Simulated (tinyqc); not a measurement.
Rapid thermal processing of a wafer: radiative balance, ramp and cooling, pattern effects, pyrometer error and spike budget: one step, computed by the program tinyqc. Command: `OMP_NUM_THREADS=1 python tinyqc.py 3112621 3112622 out.jsonl rtp walk`. One thread of a shared host (Intel(R) Xeon(R) Processor @ 2.30GHz), about 0.04 s of CPU time with the checks.

The wafer is opaque and uniform through its thickness unless said otherwise; temperatures in formulas are in kelvin (C + 273.15). sigma = 5.670374419e-12 W/(cm^2 K^4).

Problem. Pattern effect. At steady state a sinusoidal change of absorbed power of relative amplitude a and period p gives the temperature amplitude a q/(dq/dT + k d (2 pi/p)^2); healing length l = sqrt(k d/(dq/dT)); process change = E_a dT/(k_B T^2). Emissivity is taken as unchanged.

Inputs (values chosen for the exercise, modelled on a hot silicon wafer):
```
quantity,value,unit
wafer thickness d,725,micrometre
thermal conductivity k,0.27,W/(cm K)
wall temperature T_w,500,K
process temperature,620,C
relative change of absorptivity over a pattern,13,%
period of the pattern,5.3,mm
activation energy of the process E_a,2.7,eV
```

dq/dT = 14.20042 mW/(cm^2 K)

holding power q = 3.434733 W/cm^2

Constants: k_B = 8.617333262e-05 eV/K.

Give: healing length l; amplitude without lateral conduction; amplitude; change of the process rate.

Solution.

healing length l = 11.74 mm

amplitude without lateral conduction = 31.44 K

amplitude = 0.1615 K

change of the process rate = 0.6342 %

Lateral conduction cuts the amplitude to 0.51 %, since p/(2 pi l) = 0.072.
